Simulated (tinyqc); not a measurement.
Off-state leakage of single and stacked transistors: two steps of the calculation.

n-channel devices of unit width. Subthreshold current I(Vg, Vs, Vd) = I0 (T/300 K)^0.5 exp[(Vg - Vs - VT(T) - gb (Vs - Vb) + dd (Vd - Vs))/(nf Vt)] (1 - exp(-(Vd - Vs)/Vt)), VT(T) = VT - cT (T - 300 K). Gate-edge tunnelling Ig (Vd/1 V) exp(ag (Vd - 1 V)), for a gate at 0 V, and band-to-band leakage Ab u exp(-Bb/u), u = Vd - Vb + 1 V, flow at a drain held at V; both are taken as independent of T. In a stack of off transistors (all gates at 0 V) the same subthreshold current passes through each.

Values chosen for this exercise; values of the order met in bulk silicon logic transistors:
```
symbol  value       unit                                             meaning
T         378          K                                         temperature
V         0.7          V                                      supply voltage
VT       0.44          V        threshold at 300 K, zero drain and body bias
cT          1       mV/K              fall of the threshold with temperature
I0       0.12      uA/um                       current at threshold at 300 K
nf       1.39                                                   slope factor
dd       0.15                                drain-induced lowering per volt
gb       0.13             rise of the threshold per volt of source-body bias
Ig       1e-5      uA/um                 gate-edge tunnelling current at 1 V
ag        5.2        1/V               exponential slope of the gate current
Ab        100  uA/(um V)      prefactor of band-to-band leakage at the drain
Bb         19          V                             its exponential voltage
Vb          0          V                                        body voltage
```

Constants: q = 1.602176634e-19 C, kB = 1.380649e-23 J/K, Vt = kB T/q. Results are converted to the units shown.

Question 1. Leakage of one transistor. Vg = Vs = 0, Vd = V; effective threshold VT(T) - gb Vb - dd V.

Find: effective threshold; parts; total; shares.

Answer 1.

effective threshold = 0.25700 V
parts (nA/um): subthreshold 0.46158, gate edge 0.0014710, band-to-band 2.3800
total = 2.8430 nA/um
shares (%): subthreshold 16.236, gate edge 0.051739, band-to-band 83.713

The band-to-band part is the largest.

Question 2. New Vx. Stack of two, Vx the node between them: I_low = I(0, 0, Vx), I_up = I(0, Vx, V), f = ln(I_up/I_low), f' = -(1 + gb + 2 dd)/(nf Vt) - 1/(Vt (exp(Vx/Vt) - 1)) - 1/(Vt (exp((V - Vx)/Vt) - 1)), Vx(new) = Vx - f/f'.

Vx after iteration 1 = 0.076573176 V

Find: I_low; I_up; f; f'; Vx after iteration 2.

Answer 2.

I_low = 0.05294 nA/um
I_up = 0.05298 nA/um
f = 7.663e-4
f' = -34.82 1/V
Vx after iteration 2 = 0.07660 V

Program tinyqc, `OMP_NUM_THREADS=1 python tinyqc.py 2242105 2242106 out.jsonl`; Intel Xeon 2.30GHz, shared host, one thread, about 0.03 s.
